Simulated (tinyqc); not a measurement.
Formation energy of a charged point defect from supercell energies: one step, computed by the program tinyqc.

The host is a compound AB. Making the defect adds n_A = -1, n_B = 0, n_X = 1 atoms to the cell. All total energies are inputs. E_F is counted from the valence-band maximum (VBM); x = 0 is A-rich and x = 1 B-rich growth.

Task: Chemical potentials. dmu_A = x dH and dmu_B = (1 - x) dH, so that dmu_A + dmu_B = dH; mu = mu(element) + dmu. The impurity is held at its solubility limit: dmu_X = min(0, dH(XB) - dmu_B). The reservoir term is sum n_i mu_i.

Inputs (values chosen for the exercise, for a model compound AB):
```
quantity                      value  unit
mu_A of the pure element     -2.306    eV
formation enthalpy dH of AB   -1.46    eV
growth condition x             0.12     -
mu_X of the pure element     -2.948    eV
formation enthalpy of XB       -1.4    eV
```

Defect: impurity X on an A site. Supercell lattice: bcc.

Give: dmu_A; dmu_B; dmu_X; sum n_i mu_i.

Result:

dmu_A = -0.1752 eV

dmu_B = -1.2848 eV

dmu_X = -0.1152 eV

sum n_i mu_i = -0.582 eV

The competing phase caps mu_X.
